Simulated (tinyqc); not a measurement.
Vacuum evaporation: vapour pressure, source flux, thickness distribution, purity and step coverage. Changing the source-to-wafer distance h. Computed by tinyqc, a small Python program. Command: `OMP_NUM_THREADS=1 python tinyqc.py 3111771 3111772 out.jsonl evap sweep`. One thread of a shared host (Intel(R) Xeon(R) Processor @ 2.30GHz), about 0.01 s of CPU time with the checks.

Molecular flow, unit sticking of the metal, no re-evaporation. The background gas is taken as water vapour (18.015 g/mol, collision diameter 0.37 nm) at 300 K.

Inputs (values chosen for the exercise, modelled on titanium, with constants for the liquid): molar mass M = 47.87 g/mol; film density rho = 4.51 g/cm^3; vapour-pressure constant A = 11.34; vapour-pressure constant B = 22820 K; source temperature T = 1960 K; source area = 0.47 cm^2; directionality n = 1; wafer radius R = 7.5 cm; background pressure p = 2e-06 Pa; sticking of background gas = 0.5.

Constants: u = 1.6605390666e-27 kg; k_B = 1.380649e-23 J/K; R = 8.314462618 J/(mol K).

Method:
- log10(p_v/Pa) = A - B/T; flux from the surface Phi = p_v/sqrt(2 pi m k_B T), m = M u.
- Mass loss = Phi x area x m; heat of evaporation = ln(10) R B; d ln Phi/dT = ln(10) B/T^2 - 1/(2 T).
- A small source emits (n + 1) Phi area cos^n(phi)/(2 pi) per solid angle; on a parallel plane at height h and lateral distance l the arrival rate is (n + 1) Phi area/(2 pi h^2) x (1 + (l/h)^2)^(-(n + 3)/2). Growth rate = arrival rate x m/rho, m = M u. The wafer is fixed and centred above the source.
- Mean free path lambda = k_B T_g/(sqrt2 pi d^2 p); unscattered share exp(-h/lambda); gas arrival p/sqrt(2 pi m_g k_B T_g); impurity ratio = sticking x gas arrival/metal arrival; monolayer time = 1e15 cm^-2/(sticking x gas arrival).

One run for each value; columns: (1) source-to-wafer distance h (cm); (2) non-uniformity (max - min)/(max + min) (%); (3) growth rate at the centre (nm/s); (4) share of the material that lands on the wafer, 1 - (1 + (R/h)^2)^(-(n + 1)/2) (%); (5) impurity ratio:
```
(1)    (2)     (3)    (4)     (5)
9    48.34  0.1394  40.98  0.0045
13   27.97  0.0668  24.97  0.0095
19   14.38  0.0313  13.48  0.0202
27    7.42  0.0155   7.16  0.0408
40    3.45  0.0071   3.40  0.0895
57    1.72  0.0035   1.70  0.1817
83    0.81  0.0016   0.81  0.3853
120   0.39  0.0008   0.39  0.8055
```

Describe and explain the trends.

Over the rows, non-uniformity (max - min)/(max + min) (%) falls from 48.3 to 0.390 (exponent d ln y / d ln x -1.5 between the first rows and -2.0 between the last); growth rate at the centre (nm/s) falls from 0.139 to 7.84e-4 (exponent d ln y / d ln x about -2.0 throughout); share of the material that lands on the wafer, 1 - (1 + (R/h)^2)^(-(n + 1)/2) (%) falls from 41.0 to 0.389 (exponent d ln y / d ln x -1.3 between the first rows and -2.0 between the last). At the high end the exponent of non-uniformity (max - min)/(max + min) is -1.99, close to -2: the fall-off goes as (R/h)^2. The exponent of growth rate at the centre stays at -2: a point source. The exponent of impurity ratio stays at 2: the metal flux falls as 1/h^2. A longer throw buys uniformity with rate, material use and purity.
